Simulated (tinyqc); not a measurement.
What moves the results: thin (001) film in sp3s* tight binding with raised dangling bonds. A value that a table varies takes the place of the one given here.

Planes alternate anion (a), cation (c) along [001], a/4 apart, starting with an anion; zero in-plane momentum; levels counted from the bulk Ev, the lower root of [[Epa, Vxx], [Vxx, Epc]]; no spin-orbit coupling. Block of s, pz, s*: from an anion to the cation above, Vss/2 (s,s), Vsapc/2 (s,z), -Vscpa/2 (z,s), Vxx/2 (z,z), Vxapc/2 (s*,z), -Vpaxc/2 (z,s*); to the cation below the same with the s-z and s*-z signs reversed. Block of u = (px + py)/sqrt2 and v = (px - py)/sqrt2: to the cation above (Vxx + Vxy)/2 for u and (Vxx - Vxy)/2 for v, to the cation below the reverse. Each surface atom has two dangling sp3 hybrids; raising both by dl adds (dl/2) [[1, t], [t, 1]] to its s, pz levels (t = -1 at the bottom face, +1 at the top) and dl to the one of u, v in whose plane the missing bonds lie (v for a bottom anion or a top cation, u for a top anion).

Values chosen for the exercise (near a published set for GaP, fitted to gaps, whose masses and valley positions are rough; the results hold for these values, not for the real material): p = (-8.111, 1.129, -2.194, 4.129, 8.542, 7.188, -7.475, 2.153, 5.134, 4.27, 6.326, 4.666, 5.089) eV (order Esa, Epa, Esc, Epc, Exa, Exc, Vss, Vxx, Vxy, Vsapc, Vscpa, Vxapc, Vpaxc); Nw = 28 (planes in the thicker film); a = 5.454 angstrom (lattice constant); dp = 30 eV (value of dl for the passivated films); Ns = (8, 9, 12, 15, 26, 36, 44, 70) (numbers of planes).

## States in the gap of a film

edges (eV): Gamma 2.88168, Delta 2.34839

Levels between 0 and the lower bulk edge, the largest weight on the two outer planes of both faces among them, and the nearest levels outside, for several shifts dl.

Film of Nw planes:
```
dl (eV)  levels in the gap              at (eV)  surface weight  next above (eV)  next below (eV)
0                        3  0.056, 1.124, 1.392            0.83           2.3639          -0.0411
1                        3  0.285, 1.906, 1.980            0.88           2.3640          -0.0411
2                        2         0.633, 2.326            0.68           2.3657          -0.0411
3                        1                1.063            0.68           2.3636          -0.0411
5                        1                1.963            0.70           2.3639          -0.0411
10                       0                    -               -           2.3636          -0.0411
30                       0                    -               -           2.3637          -0.0411
100                      0                    -               -           2.3637          -0.0411
```

Can the levels of the bare film be read as confined subbands?

No: with bare surfaces (dl = 0) 3 levels lie in the bulk gap, with up to 83 % of the weight on the four outer planes, two a face, where an even spread gives 14 %; these are dangling-bond states, not subbands. The reruns show the bulk gap clear from dl = 10 eV on, and at dl = 30 eV the next level above lies 0.0 meV from its value at 100 eV.

## Gap against thickness

Passivated films (finite dp, so levels can still be some meV from their limit), thickness N a/4. Highest level below mid-gap (either block) and the two lowest above it. The exponents are -d ln(shift)/d ln N between the sixth and the last film, for the valence level and for the lowest conduction level.

Levels (eV):
```
N   thickness (angstrom)      Ev1     Ec1     Ec2     gap
8                  10.91  -0.3029  2.5630  2.9633  2.8658
9                  12.27  -0.3067  2.5047  2.9114  2.8113
12                 16.36  -0.1680  2.4426  2.7006  2.6105
15                 20.45  -0.1333  2.4031  2.5699  2.5363
26                 35.45  -0.0468  2.3663  2.4218  2.4132
36                 49.09  -0.0262  2.3574  2.3851  2.3836
44                 59.99  -0.0181  2.3543  2.3724  2.3724
70                 95.44  -0.0076  2.3506  2.3575  2.3582
```

exponents: valence 1.87, conduction 2.08

The gap is 2.866 eV at 10.9 angstrom and 2.358 eV at 95.4, against 2.348 eV in the bulk along this line. At 15 planes the conduction side gives 55 meV of the widening and the valence side 133 meV. A hard-walled parabolic band has exponent 2; departures come from the offset between N a/4 and the effective width, from non-parabolicity and from the termination (odd and even N end differently: in the direction of the bond rows at the two faces and, in a compound, in the kind of atom), which also makes single steps in N uneven. Ec1 and Ec2 come from the neighbourhood of X.

## What each change does

A film of Nw planes with shift dp: highest level below mid-gap (half the lower bulk edge) and the two lowest above. Each row changes one parameter from the base and keeps the others.

Results:
```
case        Ev1 (eV)  Ec1 (eV)  Ec2 (eV)
base         -0.0411    2.3637    2.4110
Nw = 30      -0.0364    2.3616    2.4025
dp = 15 eV   -0.0411    2.3637    2.4109
```

The largest shifts from the base row, up to three for each result and ties (the steps differ in size, so this ranks the rows, not the parameters). Ev1 (eV): Nw +0.0047; unchanged at the printed digits by dp. Ec1 (eV): Nw -0.0021; unchanged at the printed digits by dp. Ec2 (eV): Nw -0.0086, dp -0.0001. An odd change of Nw also changes which atoms end the film, so levels need not move as thickness alone would move them; the row for dp shows how far the passivation is from converged.

(tinyqc, `OMP_NUM_THREADS=1 python tinyqc.py 1481073 1481074 out.jsonl`, Intel(R) Xeon(R) Processor @ 2.30GHz, 1 thread, shared host, about 0.4 s.)
